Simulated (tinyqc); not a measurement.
Sheet resistance and Hall data of a diffused or implanted layer: one step, computed by the program tinyqc.

Carriers are taken equal to the net active doping down to the junction (full ionisation, which deep dopants in wide-gap hosts do not reach; no spill-over, no depletion), and the Hall factor is 1.

Task: Profile. N(x) = N_0 erfc(x/l), dose N_0 l/sqrt(pi), junction x_j = l erfc^-1(N_B/N_0). Mobility mu = mu_min + (mu_max - mu_min)/(1 + (N_t/N_ref)^alpha), N_t = active doping + N_B; carriers n = active doping - N_B, active doping min(N, N_s). sigma = e n mu.

Inputs (values chosen for the exercise, modelled on silicon in GaN):
```
quantity,value,unit
mu_min,55.2,cm^2/(V s)
mu_max,1030,cm^2/(V s)
N_ref,2.1e+17,1/cm^3
exponent alpha,0.98,-
peak concentration N_0,2.3e+20,1/cm^3
length scale l,19,nm
background doping N_B (opposite type),1.9e+16,1/cm^3
solubility limit N_s,7.2e+19,1/cm^3
```

Profile: complementary error function. Activation: limited by solubility.

Constants: e = 1.602176634e-19 C.

Give: Depth, doping, carriers, mobility and conductivity at 2, 10, 20, 35, 50, 65, 80, 90 and 98 % of the layer.

Result:

Depth, doping, carriers, mobility and conductivity at 2, 10, 20, 35, 50, 65, 80, 90 and 98 % of the layer:
```
x (nm),N (1/cm^3),n (1/cm^3),mu (cm^2/(V s)),sigma (S/cm)
1.058,2.1557e+20,7.1981e+19,58.38,6.7332e+02
5.289,1.5958e+20,7.1981e+19,58.38,6.7332e+02
10.578,9.9149e+19,7.1981e+19,58.38,6.7332e+02
18.511,3.8698e+19,3.8679e+19,61.03,3.7823e+02
26.445,1.1276e+19,1.1257e+19,74.44,1.3426e+02
34.378,2.4154e+18,2.3964e+18,136.18,5.2284e+01
42.312,3.7634e+17,3.5734e+17,396.17,2.2682e+01
47.601,9.0977e+16,7.1977e+16,692.11,7.9814e+00
51.832,2.6297e+16,7.2966e+15,852.64,9.9677e-01
```

The mobility varies by a factor 14.6 across these points and the conductivity by 676.
